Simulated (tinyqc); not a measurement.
From results back to parameters: donor level screened by free carriers (Yukawa potential). Three cases, with inputs chosen for the exercise.

Problem. With Debye screening alone, ks^2 = 4 pi q n/(eps kB T), 1e18/cm^3 = 1e-6/angstrom^3. The converged binding was computed from a hidden density.

Potential -(q/(eps r)) exp(-ks r), q = e^2/(4 pi eps0). In units Ry* = Ry m/eps^2 and a* = a0 eps/m the problem is [-Laplacian - 2 exp(-x r)/r] psi = E psi with x = ks a*.

Converged values use 18 functions exp(-z r), z = 1.55^i, i = -11 to 6: S = 2/A^3, H = z_i z_j S - 2/(A + x)^2, A = z_i + z_j.

Constants: e^2/(4 pi eps0) = 14.39964547 eV angstrom; kB = 8.617333262e-05 eV/K.

Case 1.

Values chosen (out of a larger set: near those of a donor in Ge, with one mean mass; not measured data): eps = 15.7 (dielectric constant); T = 300 K (temperature).

Ry* = 9.273 meV
a* = 49.45 angstrom
binding = 4.2475 meV

Case 2.

Values chosen (out of a larger set: near those of a donor in GaN, with one mean mass; not measured data): eps = 9.2 (dielectric constant); T = 400 K (temperature).

Ry* = 32.310 meV
a* = 24.22 angstrom
binding = 11.1853 meV

Case 3.

Values chosen (out of a larger set: near those of a donor in 4H SiC, with one mean mass; not measured data): eps = 9.5 (dielectric constant); T = 400 K (temperature).

Ry* = 58.342 meV
a* = 12.99 angstrom
binding = 9.2660 meV

Find: x; n.

Solution. The binding in Ry* falls steadily with x, so bisection gives x; then n = (x/a*)^2 eps kB T/(4 pi q).

Case 1.

x = 0.346
n = 0.11 x 1e18/cm^3

Case 2.

x = 0.448
n = 0.60 x 1e18/cm^3

Case 3.

x = 0.676
n = 4.9 x 1e18/cm^3

Computed by tinyqc, one run a case: `OMP_NUM_THREADS=1 python tinyqc.py N N+1 out.jsonl` with N = 1281929, 1281959, 1281991; one thread of a shared Intel(R) Xeon(R) Processor @ 2.30GHz, about 0.02 s a run at most.
